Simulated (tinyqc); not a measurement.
Inside a calculation. Method: CIS and TDHF on RHF in the sto-3g basis, frozen core, for BeH2, spin multiplicity 1. One step of it, computed by the program tinyqc.

Task: CIS matrix, triplets. A(ia,jb) = (e_a - e_i) d_ij d_ab - (ij|ab).

orbital energies (hartree): [-4.518285, -0.465624, -0.428494, 0.206746, 0.210650, 0.491387, 0.989236]

Two-electron integrals over orbitals (pq|rs), unique and non-zero (hartree); the lowest 1 orbital is frozen and left out:
```
(22|22) 0.413437    (32|22) 0.038674    (32|32) 0.156731    (33|22) 0.409053
(33|32) -0.032158   (33|33) 0.447108    (42|22) 0.010048    (42|32) 0.000808
(42|33) 0.008713    (42|42) 0.049322    (43|22) 0.001012    (43|32) 0.008780
(43|33) -0.002949   (43|42) -0.003542   (43|43) 0.016264    (44|22) 0.370856
(44|32) 0.000409    (44|33) 0.359593    (44|42) -0.019476   (44|43) 0.002467
(44|44) 0.452829    (52|52) 0.049525    (53|52) -0.003616   (53|53) 0.015459
(54|52) -0.007311   (54|53) 0.000836    (54|54) 0.025251    (55|22) 0.372705
(55|32) 0.000346    (55|33) 0.360280    (55|42) -0.005405   (55|43) 0.000861
(55|44) 0.400924    (55|55) 0.449859    (62|22) -0.027917   (62|32) -0.011592
(62|33) -0.045954   (62|42) -0.001787   (62|43) -0.000193   (62|44) 0.045052
(62|55) 0.048165    (62|62) 0.075920    (63|22) -0.019149   (63|32) -0.091820
(63|33) 0.025963    (63|42) -0.000117   (63|43) -0.007431   (63|44) -0.008313
(63|55) -0.008703   (63|62) -0.003383   (63|63) 0.083390    (64|22) 0.004081
(64|32) 0.000272    (64|33) -0.001478   (64|42) 0.042803    (64|43) -0.005139
(64|44) -0.005361   (64|55) 0.004147    (64|62) 0.015396    (64|63) -0.002474
(64|64) 0.046699    (65|52) 0.046644    (65|53) -0.005632   (65|54) -0.005206
(65|65) 0.050175    (66|22) 0.401945    (66|32) -0.005809   (66|33) 0.414526
(66|42) 0.021169    (66|43) -0.002921   (66|44) 0.365610    (66|55) 0.370550
(66|62) -0.032586   (66|63) 0.008950    (66|64) 0.013404    (66|66) 0.422165
(72|22) -0.013312   (72|32) -0.044922   (72|33) 0.004735    (72|42) -0.002641
(72|43) -0.009074   (72|44) 0.006263    (72|55) 0.006268    (72|62) 0.014913
(72|63) 0.058661    (72|64) 0.000716    (72|66) -0.002176   (72|72) 0.057491
(73|22) -0.007987   (73|32) -0.000072   (73|33) -0.022574   (73|42) -0.013469
(73|43) 0.002468    (73|44) 0.056361    (73|55) 0.055907    (73|62) 0.068779
(73|63) -0.014689   (73|64) 0.004778    (73|66) -0.028927   (73|72) 0.005989
(73|73) 0.080695    (74|22) -0.005159   (74|32) -0.022812   (74|33) 0.005181
(74|42) 0.002897    (74|43) 0.012449    (74|44) -0.000371   (74|55) -0.000020
(74|62) 0.001829    (74|63) 0.013354    (74|64) 0.000880    (74|66) 0.001546
(74|72) 0.003302    (74|73) 0.000264    (74|74) 0.020240    (75|52) 0.003123
(75|53) 0.013502    (75|54) -0.000196   (75|65) 0.001132    (75|75) 0.016402
(76|22) 0.031415    (76|32) 0.137015    (76|33) -0.031725   (76|42) 0.001635
(76|43) 0.010241    (76|44) 0.000153    (76|55) 0.000385    (76|62) -0.008906
(76|63) -0.094207   (76|64) 0.001259    (76|66) -0.007634   (76|72) -0.057357
(76|73) 0.002287    (76|74) -0.019860   (76|76) 0.137190    (77|22) 0.434799
(77|32) 0.010705    (77|33) 0.449583    (77|42) 0.001720    (77|43) 0.000578
(77|44) 0.394566    (77|55) 0.393121    (77|62) -0.040627   (77|63) -0.002140
(77|64) -0.006227   (77|66) 0.438639    (77|72) -0.008389   (77|73) -0.013453
(77|74) -0.001184   (77|76) 0.006772    (77|77) 0.494152
```

Give: CIS matrix A, triplet.

Result:

CIS matrix A, triplet (hartree), order 2>4, 2>5, 2>6, 2>7, 3>4, 3>5, 3>6, 3>7:
```
[[0.302, 0.000, -0.004, 0.005, 0.000, 0.000, 0.000, 0.023],
 [0.000, 0.304, 0.000, 0.000, 0.000, 0.000, 0.000, 0.000],
 [-0.004, 0.000, 0.555, -0.031, 0.000, 0.000, 0.006, -0.137],
 [0.005, 0.000, -0.031, 1.020, 0.023, 0.000, -0.137, -0.011],
 [0.000, 0.000, 0.000, 0.023, 0.276, 0.000, 0.001, -0.005],
 [0.000, 0.000, 0.000, 0.000, 0.000, 0.279, 0.000, 0.000],
 [0.000, 0.000, 0.006, -0.137, 0.001, 0.000, 0.505, 0.032],
 [0.023, 0.000, -0.137, -0.011, -0.005, 0.000, 0.032, 0.968]]
```
